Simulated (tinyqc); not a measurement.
Doping from the body effect.

Problem. The threshold of a long MOSFET, counted against the source, shifts by gamma (sqrt(2 phiF + Vsb) - sqrt(2 phiF)) with gamma = sqrt(2 eps0 eps_r q N)/Cox. Find 2 phiF, gamma and N from two shifts.

Parameters, values chosen for the exercise:
- eps_r = 11.6 (relative permittivity)

Constants: q = 1.602176634e-19 C, eps0 = 8.8541878128e-14 F/cm where lengths are in cm. Results are converted to the units shown.

|VT - VT(0)| at source-body biases 0.7 and 3.3 V (V): 0.033361971  0.11107850
Cox = 0.22746103 uF/cm^2

Solution. The ratio of the shifts depends on 2 phiF alone and rises steadily with it, so it fixes 2 phiF; either shift then gives gamma, and gamma gives N.

2 phiF = 0.661 V
gamma = 0.0944 V^0.5
N = 1.40e15 cm^-3

Computed by the program tinyqc: `OMP_NUM_THREADS=1 python tinyqc.py 2060131 2060132 out.jsonl`, one thread of a shared Intel Xeon 2.30GHz, about 0.01 s for the whole run.
